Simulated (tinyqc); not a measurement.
Wider gaps screen less: band offset of a heterojunction with an interface dipole (two-band chains, self-consistent charge).

Sites alternate A, C. Left: A at -G1/2, C at +G1/2, hopping -t1; right: A at D - G2/2, C at D + G2/2, hopping -t2; the bonds across the two interfaces of a ring (C left to A right, C right to A left) have -sqrt(t1 t2). D is the offset of the mid-gaps, so Ev(right) - Ev(left) = D - (G2 - G1)/2 and Ec(right) - Ec(left) = D + (G2 - G1)/2. The closing bond has its sign reversed (antiperiodic ring). Half the levels are filled with two electrons each. The charge moved is q = (electrons on the left) less one a site; the mean over the two interfaces, q/2, is taken as the charge that crosses each, and its dipole opposes the offset: D = D0 - u q/2.

From here on the ring has 24 cells a side.

Inputs chosen for the exercise (gaps near those of GaAs and AlAs; the chains and D0 are free models, so the offsets are not those of the real pair; shifted at random, so the results belong to these values and not to a real crystal):
- G1 = 1.47 eV (gap on the left)
- t1 = 1.83 eV (hopping on the left)
- t2 = 1.79 eV (hopping on the right)
- u = 4.2 eV (potential step per electron moved across)

G2 is varied. chi = (q(+0.01) - q(-0.01))/0.02 at D = 0, S = 1/(1 + u chi/2).

Against G2:
```
G2 (eV),chi (1/eV),S
0.7,0.49853,0.4885
1.1,0.41714,0.5331
1.5,0.35908,0.5701
2.3,0.27841,0.6310
3.4,0.20641,0.6976
5.5,0.12544,0.7915
7.0,0.09092,0.8397
9.0,0.06120,0.8861
```

chi falls from 0.4985 to 0.0612 1/eV, a factor 8.1, and S rises from 0.489 to 0.886: charge crosses through the tails of states that tunnel into the other gap, and these shorten as the gap widens. u is kept fixed, though a wider gap also screens less and would raise it.

Computed by tinyqc, a small Python program: `OMP_NUM_THREADS=1 python tinyqc.py 1450455 1450456 out.jsonl` (the numbers bound the seed that draws the inputs); one thread of a shared host (Intel(R) Xeon(R) Processor @ 2.30GHz), about 0.5 s for the whole set of steps.
